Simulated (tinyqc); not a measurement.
Shift against diffusion length: interdiffusion of a quantum well during annealing: blurred potential and shift of the confined levels. Computed by tinyqc, a small Python program. Command: `OMP_NUM_THREADS=1 python tinyqc.py 3024322 3024323 out.jsonl qwi walk`. One thread of a shared host (Intel(R) Xeon(R) Processor @ 2.30GHz), about 0.06 s of CPU time with the checks.

A square well of width w is blurred by Fick diffusion with a constant coefficient; band offsets are linear in composition, masses are uniform, and strain and excitons are ignored.

Inputs (values chosen for the exercise, modelled on InGaAs in GaAs):
```
quantity                value  unit
well width w              9.6    nm
electron mass m_e      0.0603   m_0
hole mass m_h           0.367   m_0
conduction offset V_c    0.13    eV
valence offset V_v       0.07    eV
```

Constants: hbar^2/(2 m_0) = 3.80998212 eV angstrom^2.

Method:
- Square well, ground state: take the lowest root of k tan(k w/2) = kappa, k^2 = E/c, kappa^2 = (V - E)/c, c = hbar^2/(2m) with hbar^2/(2 m_0) in eV angstrom^2.
- With L = sqrt(D t) and the share at the centre erf(w/(4L)). After the anneal: V(z) = V {1 - (1/2)[erf((w/2 - z)/(2L)) + erf((w/2 + z)/(2L))]}, energies counted from the original well bottom. Finite differences on 3000 points over |z| < w/2 + 6L + 25 nm; shifts are taken against the same grid with cell-averaged square steps.
- First-order estimate for small L: the shift is 2 L^2 V |d(psi^2)/dz| at an edge, with psi the normalised square-well state: psi^2 = cos^2(k z)/(w/2 + 1/kappa) inside, so |d(psi^2)/dz| = k sin(k w)/(w/2 + 1/kappa).

electron level before the anneal = 30.9014 meV

hole level before the anneal = 7.02335 meV

Shifts (meV):
```
L/w   L (nm)  share at the centre  electron    hole      sum  first-order sum
0.02   0.192                    1     0.234   0.122    0.357          0.37894
0.04   0.384                    1     0.897   0.462    1.359           1.5157
0.07   0.672              1.00000     2.597   1.338    3.935           4.6420
0.1     0.96              0.99959      5.05   2.662    7.712           9.4734
0.15    1.44              0.98158    10.516   5.911   16.427           21.315
0.2     1.92              0.92290    17.046  10.182   27.228           37.894
0.3     2.88              0.76141     30.11  19.162   49.272           85.261
0.45    4.32              0.56794    45.219  29.497   74.716           191.84
0.7     6.72              0.38649    60.345  39.501   99.846           464.20
1        9.6              0.27633    70.239  45.817  116.057           947.34
```

What does the comparison show, and why?

The sum grows as L^1.93 between the first rows (L^2, linear in time, in first order) and as L^0.42 between the last, as it bends towards the limit V_c + V_v less the original levels, 162.1 meV. The first-order form is off by +6 % in the first row and +23 % at L/w = 0.1; it needs L well below the decay length 1/kappa. At L/w = 0.2 the hole level has moved by the larger share of its offset (14.5 % for the hole, 13.1 % for the electron). Caution: the well mass is used in the barriers too; a heavier barrier mass would lower these levels.
